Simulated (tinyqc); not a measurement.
A square-lattice strip 2 sites wide, recursive Green functions: transmission against energy.

The device has N = 3 slices of 2 site(s), nearest-neighbour hopping -t, and site energies U; the leads are semi-infinite continuations with site energy 0. V = <i+1|H|i> = -t 1.

Transverse modes n = 1..2: chi_n(j) = sqrt(2/3) sin(pi n j/3), energy e_n = -2 t cos(pi n/3). Sigma = t^2 sum_n chi_n chi_n^T g(E - e_n), g(x) = (x - i sqrt(4 t^2 - x^2))/(2 t^2) for |x| < 2 t and (x - sign(x) sqrt(x^2 - 4 t^2))/(2 t^2) otherwise; Gamma = i (Sigma - Sigma^dagger); both leads give the same. Forward pass: g_1 = (E - H_1 - Sigma)^(-1), g_i = (E - H_i - V g_(i-1) V^dagger)^(-1), with Sigma also subtracted on the last slice; G_(i,1) = g_i V G_(i-1,1), starting from g_1. H_i is the block of slice i: its site energies on the diagonal and -t between neighbouring rows. T(E) = Tr[Gamma G_(N,1) Gamma G_(N,1)^dagger].

Inputs (values chosen for the exercise): hopping (matrix element -t) t = 0.8 eV; site energies, slice by slice (2 a slice) U = [0.55, -0.19, -0.24, -0.08, -0.55, 0.19] eV.

Results:
```
E (eV)	open modes	T(E)	T(E) per open mode
-2.32	1	0.6685	0.6685
-1.93	1	0.8986	0.8986
-1.55	1	0.9620	0.9620
-1.16	1	0.9827	0.9827
-0.77	2	1.028	0.5138
-0.39	2	1.782	0.8912
0.39	2	1.588	0.7942
0.77	2	0.8938	0.4469
1.16	1	0.9172	0.9172
1.55	1	0.9174	0.9174
1.93	1	0.8758	0.8758
2.32	1	0.8132	0.8132
```

Estimate the missing row, E = 0 eV.

Computed row:
```
E (eV)	open modes	T(E)	T(E) per open mode
0	2	1.836	0.9182
```

With this row back in the table: T(E) lies between 0.669 (E = -2.32 eV) and 1.84 (E = 0 eV) in these rows. The leads offer 1 to 2 open mode(s), of which the mean share 0.82 is transmitted.

Program tinyqc, `OMP_NUM_THREADS=1 python tinyqc.py 2660015 2660016 out.jsonl`; Intel Xeon 2.30GHz, shared host, one thread, about 0.01 s.
